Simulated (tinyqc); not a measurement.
G0W0 on RHF in the 6-31g basis, for H2, spin multiplicity 1, step by step. Computed by tinyqc, a small Python program that keeps every step (integrals from PySCF). Settings: charge = 0, multiplicity = 1, basis = 6-31g, method = RHF, energy threshold = 1e-10, iteration cap = 68, orthogonalisation = symmetric, start = atomic densities, DIIS depth = 6. Command: `OMP_NUM_THREADS=1 python tinyqc.py 27473 27474 out.jsonl` (the two numbers bound the seeds that draw the settings). One thread of a shared host (Intel(R) Xeon(R) Processor @ 2.60GHz), about 0.04 s of CPU time with the checks. The early iterations of the SCF are left out here.

## One-electron integrals

Geometry (angstrom):
```
atom         x         y         z
H     0.000000  0.000000  0.000000
H     0.000000  0.000000  0.837000
```

Basis 6-31g: exponents (1/bohr^2) and contraction coefficients of normalised primitives:
```
element  l (shell)   exponent  coefficient
H            s (1)  18.731137     0.033495
H            s (1)   2.825394     0.234727
H            s (1)   0.640122     0.813757
H            s (2)   0.161278     1.000000
```

Overlap, kinetic and nuclear-attraction integrals over the contracted functions; the nuclear repulsion is the sum of Za Zb / Rab.

nuclear repulsion = 0.63223084 hartree

overlap S, lower triangle:
```
          1H 1s     1H 2s     2H 1s     2H 2s
1H 1s  1.000000
1H 2s  0.658292  1.000000
2H 1s  0.372223  0.473804  1.000000
2H 2s  0.473804  0.817307  0.658292  1.000000
```

kinetic energy T (hartree), lower triangle:
```
          1H 1s     1H 2s     2H 1s     2H 2s
1H 1s  1.395678
1H 2s  0.259735  0.241917
2H 1s  0.137637  0.145693  1.395678
2H 2s  0.145693  0.171128  0.259735  0.241917
```

nuclear attraction V (hartree), lower triangle:
```
           1H 1s      1H 2s      2H 1s      2H 2s
1H 1s  -2.280694
1H 2s  -1.141788  -1.144144
2H 1s  -0.805191  -0.851273  -2.280694
2H 2s  -0.851273  -0.981167  -1.141788  -1.144144
```

core Hamiltonian H = T + V (hartree), lower triangle:
```
           1H 1s      1H 2s      2H 1s      2H 2s
1H 1s  -0.885016
1H 2s  -0.882053  -0.902228
2H 1s  -0.667554  -0.705579  -0.885016
2H 2s  -0.705579  -0.810039  -0.882053  -0.902228
```

## Two-electron integrals

Functions are numbered as in S; the eight-fold symmetry (ij|kl) = (ji|kl) = (kl|ij) leaves the list below.

Two-electron integrals (ij|kl) in chemists' order, unique and non-zero (hartree):
```
(11|11) 1.076566   (21|11) 0.578470   (21|21) 0.329423   (22|11) 0.587396
(22|21) 0.361304   (22|22) 0.453150   (31|11) 0.321800   (31|21) 0.184702
(31|22) 0.204071   (31|31) 0.131907   (32|11) 0.304765   (32|21) 0.186584
(32|22) 0.229070   (32|31) 0.140791   (32|32) 0.169613   (33|11) 0.603727
(33|21) 0.378143   (33|22) 0.477556   (33|31) 0.321800   (33|32) 0.408551
(33|33) 1.076566   (41|11) 0.408551   (41|21) 0.233677   (41|22) 0.258068
(41|31) 0.140791   (41|32) 0.145585   (41|33) 0.304765   (41|41) 0.169613
(42|11) 0.454198   (42|21) 0.281295   (42|22) 0.358278   (42|31) 0.175843
(42|32) 0.208049   (42|33) 0.454198   (42|41) 0.208049   (42|42) 0.302700
(43|11) 0.378143   (43|21) 0.236041   (43|22) 0.300896   (43|31) 0.184702
(43|32) 0.233677   (43|33) 0.578470   (43|41) 0.186584   (43|42) 0.281295
(43|43) 0.329423   (44|11) 0.477556   (44|21) 0.300896   (44|22) 0.398925
(44|31) 0.204071   (44|32) 0.258068   (44|33) 0.587396   (44|41) 0.229070
(44|42) 0.358278   (44|43) 0.361304   (44|44) 0.453150
```

## Orthogonalisation

S = U s U^T; symmetric (Loewdin) form X = U s^(-1/2) U^T, so that X^T S X = 1.

eigenvalues of S: 0.116166  0.441003  0.694304  2.748527

X, lower triangle:
```
           1H 1s      1H 2s      2H 1s     2H 2s
1H 1s   1.270603
1H 2s  -0.498073   1.850970
2H 1s  -0.129037   0.055220   1.270603
2H 2s   0.055220  -0.883511  -0.498073  1.850970
```

## Iteration 5 (converged): orbitals

converged F (hartree), lower triangle:
```
           1H 1s      1H 2s      2H 1s      2H 2s
1H 1s   0.019286
1H 2s  -0.475433  -0.331467
2H 1s  -0.504541  -0.477765   0.019286
2H 2s  -0.477765  -0.373691  -0.475433  -0.331467
```

Diagonalise F' = X^T F X, C = X C', fill 1 alpha and 1 beta electrons from the bottom; D = 2 C_occ C_occ^T. Each column has its largest component positive (the first on a tie).

F' = X^T F X (hartree), lower triangle:
```
           1          2          3         4
1   0.614295
2  -0.576066   0.265315
3  -0.421192  -0.116164   0.614295
4  -0.116164  -0.203714  -0.576066  0.265315
```

orbital energies (hartree): MO1 -0.567994, MO2 0.212139, MO3 0.822698, MO4 1.292377

coefficients C:
```
            MO1        MO2        MO3        MO4
1H 1s  0.311468   0.141066   0.807858  -1.054829
1H 2s  0.295386   1.497286  -0.691950   1.284482
2H 1s  0.311468  -0.141066   0.807858   1.054829
2H 2s  0.295386  -1.497286  -0.691950  -1.284482
```

D after iteration 5, lower triangle:
```
          1H 1s     1H 2s     2H 1s     2H 2s
1H 1s  0.194024
1H 2s  0.184006  0.174506
2H 1s  0.194024  0.184006  0.194024
2H 2s  0.184006  0.174506  0.184006  0.174506
```

## Convergence

Stop when the energy changes by less than 1e-10 hartree and every element of the error matrix X^T (F D S - S D F) X is below 3e-06.

Course of the cycle:
```
iteration  E (hartree)     change  largest element of the error matrix
1          -0.78966656          -                             9.84e-02
2          -1.11955744  -3.30e-01                             1.74e-02
3          -1.12005823  -5.01e-04                             2.33e-03
4          -1.12006745  -9.22e-06                             1.29e-06
5          -1.12006745  -2.31e-12                             5.47e-07
```

PySCF RHF in the same basis = -1.12006745 hartree

Converged in 5 iterations.

## Integrals over molecular orbitals

(pq|rs) = sum C_ip C_jq C_kr C_ls (ij|kl), one index at a time.

one-electron integrals over orbitals h = C^T H C (hartree), lower triangle:
```
           1          2          3         4
1  -1.184305
2   0.000000  -0.571102
3  -0.154752   0.000000  -0.116242
4   0.000000   0.203600   0.000000  0.168297
```

Two-electron integrals over orbitals (pq|rs), unique and non-zero (hartree):
```
(11|11) 0.616311    (21|21) 0.090450    (22|11) 0.436845    (22|22) 0.391072
(31|11) 0.154752    (31|22) 0.056941    (31|31) 0.104038    (32|21) -0.010111
(32|32) 0.034473    (33|11) 0.521489    (33|22) 0.388289    (33|31) 0.119808
(33|33) 0.466633    (41|21) -0.080810   (41|32) -0.032238   (41|41) 0.127420
(42|11) -0.142205   (42|22) -0.061223   (42|31) -0.077234   (42|33) -0.106236
(42|42) 0.073749    (43|21) -0.096980   (43|32) -0.013495   (43|41) 0.125427
(43|43) 0.144779    (44|11) 0.625750    (44|22) 0.445462    (44|31) 0.190396
(44|33) 0.544864    (44|42) -0.167468   (44|44) 0.697652
```

## Screening: direct RPA

With D = e_a - e_i and K = (ia|jb): diagonalise D^(1/2) (D + 4K) D^(1/2) = Z w^2 Z^T; X + Y = D^(1/2) Z w^(-1/2), each column of Z with its largest component positive (the first on a tie); E_c = (sum w - tr (D + 2K)) / 2.

D^(1/2) (D + 4K) D^(1/2) (hartree^2), lower triangle:
```
           1>2       1>3       1>4
1>2   0.890858
1>3   0.000000  2.512762
1>4  -0.389411  0.000000  4.409170
```

excitation energies w (hartree): 0.921017  1.585169  2.109918

X + Y:
```
            1         2          3
1>2  0.914890  0.000000  -0.066103
1>3  0.000000  0.936651   0.000000
1>4  0.154502  0.000000   0.933438
```

RPA correlation energy = -0.02945225 hartree

## G0W0 on Hartree-Fock: HOMO

W(p,q,m) = sqrt2 sum_ia (pq|ia) (X+Y)_ia,m; Sigma_c(x) = sum_(i,m) W^2/(x - e_i + w_m) + sum_(a,m) W^2/(x - e_a - w_m); solve x = e_p + Sigma_c(x) by Newton steps; Z = 1/(1 - dSigma/dx); 1 hartree = 27.211386 eV.

The 12 largest terms at x = e_p (hartree; W for the signs of X + Y given):
```
q  m          W       term
1  2   0.204988   0.026508
4  3   0.175758  -0.007781
3  2   0.137811  -0.006382
2  1   0.099371  -0.005805
2  3  -0.115131  -0.004586
4  1  -0.076715  -0.002116
```

Newton steps (hartree):
```
step          x  Sigma_c(x)         Z
0     -0.567994   -0.000161  0.974102
1     -0.568151   -0.000157  0.974100
2     -0.568151   -0.000157  0.974100
```

quasiparticle energy of the HOMO = -15.460172 eV

Hartree-Fock value = -15.455897 eV

## G0W0 on Hartree-Fock: LUMO

As before.

The 12 largest terms at x = e_p (hartree; W for the signs of X + Y given):
```
q  m          W       term
1  1   0.099371   0.005805
1  3  -0.115131   0.004586
4  2  -0.102306  -0.003927
2  2   0.075426  -0.003589
3  3  -0.041612  -0.000636
3  1  -0.020126  -0.000264
```

Newton steps (hartree):
```
step         x  Sigma_c(x)         Z
0     0.212139    0.001974  0.990940
1     0.214095    0.001957  0.990941
2     0.214095    0.001957  0.990941
```

quasiparticle energy of the LUMO = 5.825831 eV

Hartree-Fock value = 5.772589 eV
